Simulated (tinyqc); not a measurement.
Donor binding, ionisation and the Mott limit: ionisation against doping.

Hydrogenic donor: Ry = (m0 q^3/(8 eps0^2 h^2)) me/eps_r^2 in eV, E0 = cc Ry, radius a = q/(8 pi eps0 eps_r E0), Mott density Nm = (0.26/a)^3. Below Nm the level sinks as Ed = E0 [1 - (N/Nm)^(1/3)]. Neutrality: Nc F12(eta) = N/(1 + 2 exp(eta + Ed/kB T)), F12(x) = (2/sqrt(pi)) int_0^infinity sqrt(u)/(1 + exp(u - x)) du.

The neutrality equation is solved with F12 in each row.

Values chosen for this exercise; band and dielectric values close to those of silicon: temperature T = 77 K; relative permittivity eps_r = 11.9; mass in the hydrogenic formula, set independently of Nc me = 0.256 m0; conduction-band density of states at 77 K Nc = 3.59e18 cm^-3; ratio of the true binding energy to the hydrogenic one cc = 1.

Constants: q = 1.602176634e-19 C, kB = 1.380649e-23 J/K, eps0 = 8.8541878128e-12 F/m, h = 6.62607015e-34 J s, m0 = 9.1093837015e-31 kg, Vt = kB T/q. Results are converted to the units shown.

Result of one run:
```
N/Nm	Ed (meV)	ionised (%)	ionised with Ed = E0 (%)
0.3557	7.169	67.60	27.44
```

Which donor density N gave this result: 7.3e14, 3.8e16, 1.9e17, 4.2e17 or 9.2e17 cm^-3?

N = 4.2e17 cm^-3.

The whole series:
```
N (cm^-3)	N/Nm	Ed (meV)	ionised (%)	ionised with Ed = E0 (%)
7.3e14	6.182e-4	22.50	98.82	98.40
1.6e15	0.001355	21.87	97.70	96.61
3.6e15	0.003049	21.03	95.63	92.94
7.9e15	0.006690	19.96	92.39	86.56
1.7e16	0.01440	18.61	87.89	77.06
3.8e16	0.03218	16.77	82.08	64.29
8.5e16	0.07198	14.36	76.01	50.54
1.9e17	0.1609	11.22	70.82	37.84
4.2e17	0.3557	7.169	67.60	27.44
9.2e17	0.7791	1.964	67.07	19.47
```

The ionised share falls from 98.8 to 67.1 %, against 98.4 to 19.5 % for a fixed level: a higher density raises EF against the level, which fills more donors, while the sinking Ed works the other way.

Range of the model: A sharp level with degeneracy 2 overstates freeze-out near Nm, where the impurity band broadens and merges with the conduction band.

tinyqc, about 0.02 s, one thread, Intel Xeon 2.30GHz (shared host): `OMP_NUM_THREADS=1 python tinyqc.py 2330008 2330009 out.jsonl`
